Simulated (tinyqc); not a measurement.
Full result against the linear law: strain, valley repopulation and piezoresistance in a many-valley conduction band. Computed by tinyqc, a small Python program. Command: `OMP_NUM_THREADS=1 python tinyqc.py 3008747 3008748 out.jsonl valleys walk`. One thread of a shared host (Intel(R) Xeon(R) Processor @ 2.30GHz), about 0.02 s of CPU time with the checks.

Valleys are ellipsoids with mass m_l along the axis a and m_t across it, parabolic, with one constant relaxation time; strain shifts the valleys and leaves the masses alone. Currents are taken along [111], along the load, and along [1-10], across the load.

Inputs (values chosen for the exercise, modelled on germanium):

| quantity | value | unit |
|---|---|---|
| longitudinal mass m_l | 1.63 | m_0 |
| transverse mass m_t | 0.0843 | m_0 |
| shear deformation potential Xi_u | 16.1 | eV |
| dilation deformation potential Xi_d | -4.3 | eV |
| C11 | 128 | GPa |
| C12 | 48.3 | GPa |
| C44 | 66.6 | GPa |
| electron density n | 1.1e+16 | 1/cm^3 |
| relaxation time tau | 200 | fs |
| temperature T | 300 | K |

Valley axes: <111> (4 valleys). Load: uniaxial [111].

Constants: k_B = 8.617333262e-05 eV/K; m_0 = 9.1093837015e-31 kg; k_B = 1.380649e-23 J/K; hbar = 1.054571817e-34 J s; e = 1.602176634e-19 C.

Method:
- Each of the 4 valleys holds n_v = N_v (2/sqrt(pi)) F_1/2((E_F - dE_v)/(k_B T)), N_v = 2 (m_d k_B T/(2 pi hbar^2))^(3/2), m_d = (m_l m_t^2)^(1/3); E_F solves sum n_v = n and is counted from the unstrained edge.
- F_j(eta) = int_0^infinity x^j/(1 + exp(x - eta)) dx, without a gamma-function factor. It is evaluated after integrating by parts.
- Integrals over x = E/(k_B T) use 160 Gauss-Legendre points in u = sqrt(x) from 0 to sqrt(max(eta, 0) + 32).
- With eta_0 the reduced Fermi level without strain, r = F_-1/2(eta_0)/(2 F_1/2(eta_0)) (1 for a classical gas) and c = r (Xi_u/k_B T) (m_l - m_t)/(2 m_l + m_t): pi44 = -c S44/3, pi11 = pi12 = 0.
- Compliances S11 = (C11 + C12)/((C11 - C12)(C11 + 2 C12)), S12 = -C12/((C11 - C12)(C11 + 2 C12)), S44 = 1/C44; stress sigma_ij = X n_i n_j for the unit vector n of the load; e_xx = S11 sigma_xx + S12 (sigma_yy + sigma_zz), e_xy = S44 sigma_xy/2 (tensor strain).
- Herring-Vogt shift of a valley with unit axis a: dE = Xi_d tr(e) + Xi_u a.e.a.
- Mobility tensor mu = e tau sum_v (n_v/n) [1/m_t + (1/m_l - 1/m_t) a a^T]; unstrained mu_0 = e tau (1/m_l + 2/m_t)/3; resistivity along d from the inverse tensor, rho_d = d.mu^-1.d/(n e), mobility along d = 1/(d.mu^-1.d); gauge pi_d = (rho_d/rho_0 - 1)/X.
- Linear theory: pi_l = (pi11 + 2 pi12 + 2 pi44)/3, pi_t = (pi11 + 2 pi12 - pi44)/3.

pi11 = 0 1e-11/Pa

pi12 = 0 1e-11/Pa

pi44 = -144.012 1e-11/Pa

Resistance changes (%); at 2000 MPa the strain is near or above 1 %, where band warping, left out here, matters:

| X (MPa) | splitting (meV) | largest share | first direction | linear | second direction | linear |
|---|---|---|---|---|---|---|
| -2000 | 214.88 | 0.99926 | 1206.7 | 192.02 | -31.588 | -96.008 |
| -1000 | 107.44 | 0.95504 | 663.2 | 96.01 | -30.289 | -48.004 |
| -400 | 42.98 | 0.63716 | 91.3 | 38.40 | -19.263 | -19.202 |
| -150 | 16.12 | 0.38332 | 19.7 | 14.40 | -7.592 | -7.201 |
| -50 | 5.37 | 0.29093 | 5.3 | 4.80 | -2.460 | -2.400 |
| 50 | 5.37 | 0.26230 | -4.4 | -4.80 | 2.327 | 2.400 |
| 150 | 16.12 | 0.28279 | -10.8 | -14.40 | 6.453 | 7.201 |
| 400 | 42.98 | 0.31350 | -19.0 | -38.40 | 13.302 | 19.202 |
| 1000 | 107.44 | 0.33160 | -23.2 | -96.01 | 17.766 | 48.004 |
| 2000 | 214.88 | 0.33331 | -23.5 | -192.02 | 18.205 | 96.008 |

Along the first direction the linear law holds within 10 % for 1 of the 10 stresses, at 50.0 MPa. At the largest compression the full change is +1206.7 % against the linear +192.0 %, at the largest tension -23.5 % against -192.0 %: once the splitting is comparable with k_B T (or E_F) the populations no longer follow it linearly, and the change must saturate when the upper valleys are empty.

Extremes, crossings and ranges named in words are read from the listed rows.
